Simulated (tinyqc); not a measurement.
Worked calculation: effective mass of the heavy-hole band from tabulated energies. Values are carried at full precision from step to step, so a last printed digit may differ when a step is redone from the rounded ones.

c = hbar^2/2m0.
Constants: hbar^2/2m0 = 3.80998211 eV angstrom^2; kB = 8.617333262e-05 eV/K.

Values chosen for the exercise (out of a larger set: band of an eight-band Kane model near InAs; not measured data): T = 300 K (temperature).

## Finite differences

Energies along [110], from the band edge downward:

| k (1/angstrom) | E (meV) |
|---|---|
| 0.00000 | 0.0000 |
| 0.01600 | 1.8146 |
| 0.03200 | 7.2103 |
| 0.04800 | 16.0432 |
| 0.06400 | 28.0766 |
| 0.08000 | 42.9886 |
| 0.09600 | 60.3906 |
| 0.11200 | 79.8581 |
| 0.12800 | 100.9738 |

reference mass (curvature of the model at k = 0.0001 1/angstrom) = 0.53632 m0

The band is even in k. m = c k^2/E(k) from the points 1, 2, 4 (k = 0 is point 0); Richardson from points 1 and 2: c/m = [16 E(k1) - E(k2)]/(12 k1^2).

m from points 1, 2, 4 (m0): 0.53750  0.54109  0.55583

m by Richardson = 0.53632 m0

Errors against the reference: +0.22, +0.89 and +3.64 % and 0.00 %. The extrapolation removes the k^4 term.

## Least squares over all points

Fit E = a k^2 (a = sum k^2 E/sum k^4), then E = a k^2 + b k^4 from the normal equations; E in eV; m = c/a.

sums of k^4, k^6, k^8: 0.00057488  7.4988e-06  1.0602e-07

sums of k^2 E, k^4 E: 0.0036476  4.7125e-05

a, one term = 6.3449 eV angstrom^2

a and b, two terms: 7.068  -55.44

m, one and two terms (m0): 0.60047  0.53904

The parabola over all points errs by +12.0 % because the weights k^4 favour the outer points; the second term brings the error to +0.5 %.

## The non-parabolic form

E (1 + alpha E) = c k^2/m means that y = c k^2/E is a straight line in E with intercept m and slope m alpha. Fit the line by unweighted least squares over points 1 to 8, E in eV.

y (m0): 0.53750  0.54109  0.54716  0.55583  0.56722  0.58143  0.59847  0.61821

m = 0.53426 m0
alpha = 1.514 1/eV

The intercept errs by -0.38 %. For this band the scale of alpha is set by Dso = 0.397 eV as well as by the gap.

## Which mass for which use

From the fitted m and alpha: momentum mass at energy E, m (1 + 2 alpha E); curvature mass m (1 + 2 alpha E)^3; thermal factors to first order in alpha kT: density of states Nc (1 + 15 alpha kT/4), conductivity mass m (1 + 5 alpha kT). Take E = 3 kT/2.

alpha kT = 0.0391
momentum mass = 0.59698 m0
curvature mass = 0.74537 m0
factor on Nc = 1.1467
thermal conductivity mass = 0.63879 m0

alpha kT is small, so first order serves. For a warped valence band one direction does not stand for the whole band.

## Checks

- Two-term fit by normal equations against a least-squares routine: both 7.06808.

tinyqc: `OMP_NUM_THREADS=1 python tinyqc.py 1851230 1851231 out.jsonl`; about 0.01 s, one thread, shared Intel(R) Xeon(R) Processor @ 2.30GHz.
